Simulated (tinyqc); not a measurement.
CMOS latch-up, two-transistor model: effect of the resistance from the pnp collector to the npn base.

A parasitic pnp (emitter at Vdd, base shunted by Rw) and npn (emitter at ground, base shunted by Rs) feed each other: the npn collector current flows out of the pnp base node, the pnp collector current into the npn base node. Forward-active transistors with constant gains: Icn = Isn exp(Vn/Vt), Icp = Isp (exp(Vp/Vt) - 1). A current Ii is injected into the npn base node.

Node equations: Vp/Rw + Icp/bp = Icn and Vn/Rs + Icn/bn = Icp + Ii. Loop gain G = gn gp/[(1/Rw + gp/bp)(1/Rs + gn/bn)], gn = Icn/Vt, gp = (Icp + Isp)/Vt; the off state ends where G = 1, and Ii there is the trigger current. On state with both base-emitter voltages at Von: npn base current Ib = (Von/Rs + bp Von/Rw)/(bn bp - 1), holding current Ih = (bn + 1) Ib + Von/Rs, holding voltage Vh = Vsat + Von + R2 (Ib + Von/Rs).

Values chosen for this exercise; values close to those of bulk CMOS: temperature T = 300 K; current gain of the npn bn = 11.6; current gain of the pnp bp = 5.4; saturation current of the npn at T Isn = 9.8e-16 A; saturation current of the pnp at T Isp = 9e-16 A; substrate resistance shunting the npn Rs = 1100 ohm; well resistance shunting the pnp Rw = 450 ohm; base-emitter voltage in the on state Von = 0.76 V; saturation voltage Vsat = 0.17 V; supply voltage Vdd = 1.2 V.

Constants: q = 1.602176634e-19 C, kB = 1.380649e-23 J/K, Vt = kB T/q. Results are converted to the units shown.

The same in every row: Vn at trigger (V) = 0.7217; trigger current (mA) = 0.7622; Ih (mA) = 2.696.

Effect of the resistance from the pnp collector to the npn base:
```
R2 (ohm)	Vh (V)
5	0.9343
14	0.9419
37	0.9615
100	1.015
270	1.160
740	1.559
2000	2.630
```

Read the table: what changes, and by how much?

As R2 goes from 5 to 2000 ohm, the trigger current stays at 0.762 mA, Ih stays at 2.70 mA and Vh rises from 0.934 to 2.63 V. Vh exceeds the supply Vdd = 1.2 V, which then cannot sustain a latched state, in 2 of the 7 rows.

Numbers from tinyqc (`OMP_NUM_THREADS=1 python tinyqc.py 2670058 2670059 out.jsonl`; about 0.04 s on one thread of a shared Intel Xeon 2.30GHz).
